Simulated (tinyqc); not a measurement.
Polar nitride quantum well with polarisation fields, step by step. Values are carried at full precision from step to step, so a last printed digit may differ when a step is redone from the rounded ones.

Growth along [0001]. e_par = (a_sub - a)/a, Ppz = 2 e_par (e31 - e33 C13/C33), P = Psp + Ppz in each layer; strain relaxation and the strain shift of the gaps are left out, although thick layers with more than about 1 % mismatch would relax.

Constants: hbar^2/2m0 = 3.80998211 eV angstrom^2; hc = 1239.841984 eV nm.

Values chosen for the exercise (near those of an InGaN well in GaN; the results hold for these values, not for the real material): a_w = 3.278 angstrom (lattice constant a, well); a_b = 3.189 angstrom (lattice constant a, barrier); a_sub = 3.189 angstrom (in-plane lattice constant of the stack); Psp_w = -0.0283 C/m^2 (spontaneous polarisation); Psp_b = -0.0349 C/m^2 (spontaneous polarisation); e31_w = -0.354 C/m^2; e31_b = -0.345 C/m^2; e33_w = 0.676 C/m^2; e33_b = 0.643 C/m^2; C_w = 0.297 (C13/C33); C_b = 0.259 (C13/C33); Lw = 45 angstrom (well width); Lb = 75 angstrom (barrier width); eps_w = 11.2 (dielectric constant); eps_b = 10.1 (dielectric constant); Eg = 2.49 eV (gap of the well); Vc = 0.646 eV (conduction offset); Vv = 0.304 eV (valence offset); me = 0.168 m0 (electron, well); meb = 0.2 m0 (electron, barrier); mh = 1.25 m0 (hole, everywhere).

## Strain and polarisation

Give strain and polarisation of well and barrier; the bound sheet charge is |P_w - P_b|/e with e = 1.602176634e-19 C.

Layers:
```
layer       e_par  Ppz (C/m^2)  P (C/m^2)
well     -0.02715      0.03012    0.00182
barrier   0.00000      0.00000   -0.03490
```

sheet charge = 2.292 x 1e13/cm^2

Of P_w - P_b = +0.0367 C/m^2 the piezoelectric part gives +0.0301 and the spontaneous part +0.0066.

## Built-in fields

In a periodic stack without free charge the potential drop over a period vanishes: F_w = (P_b - P_w) Lb/(eps0 (eps_w Lb + eps_b Lw)), F_b = -F_w Lw/Lb, eps0 = 8.8541878e-12 F/m; 1 MV/cm = 1e8 V/m = 0.01 V/angstrom.

Give both fields and the drop |F_w| Lw across the well.

F_w = -2.403 MV/cm
F_b = 1.442 MV/cm
drop = 1.081 eV

## Levels with and without the field

Envelope functions on cells of 0.25 angstrom over barrier, well, barrier (widths Lb, Lw, Lb), psi = 0 beyond, psi'/m continuous (mean mass between points), c = hbar^2/2m0. With u(z) the integral of e F (F_w in the well, F_b = -F_w Lw/Lb in the barriers, 1 MV/cm = 0.01 V/angstrom), zero at the centre of the well, the electron sees u plus Vc in the barriers and the hole -u plus Vv. The transition is Eg + E_e + E_h; excitons are left out.

Ground states of electron and hole, their centres, the squared overlap, the transition and its wavelength hc/E.

Results:
```
case            E_e (eV)  E_h (eV)  <z>_e  <z>_h  overlap^2  E (eV)     nm
no field          0.0664    0.0114    0.0    0.0      0.986  2.5678  482.9
built-in field   -0.1484   -0.3394   14.4  -18.5    0.00234  2.0022  619.2
```

The field shifts the line by -566 meV, below the gap of the well material, pulls the carriers 32.9 angstrom apart and, with the rate proportional to overlap^2, lengthens the radiative lifetime by a factor 422.

## Estimate from two triangular wells

For a strong field: E = Eg - |e F_w| Lw + a0 (c (e F_w)^2)^(1/3) (me^(-1/3) + mh^(-1/3)), a0 = 2.338107, hard walls, c = hbar^2/2m0, 1 MV/cm = 0.01 V/angstrom.

electron term = 0.5511 eV
hole term = 0.2823 eV
E = 2.2420 eV

Both terms lie below the drop across the well, but the estimate also takes the near wall as infinitely high. Against the grid result 2.0022 eV the estimate errs by +240 meV: +159 from the electron and +81 from the hole, since hard walls stand in for offsets of 0.646 and 0.304 eV into which the carriers leak.

## Checks

- Electron level without field against the matching condition of the square well, eV: both 0.066.

Computed by tinyqc, a small Python program: `OMP_NUM_THREADS=1 python tinyqc.py 1280581 1280582 out.jsonl` (the numbers bound the seed that draws the inputs); one thread of a shared host (Intel(R) Xeon(R) Processor @ 2.30GHz), about 0.07 s for the whole set of steps.
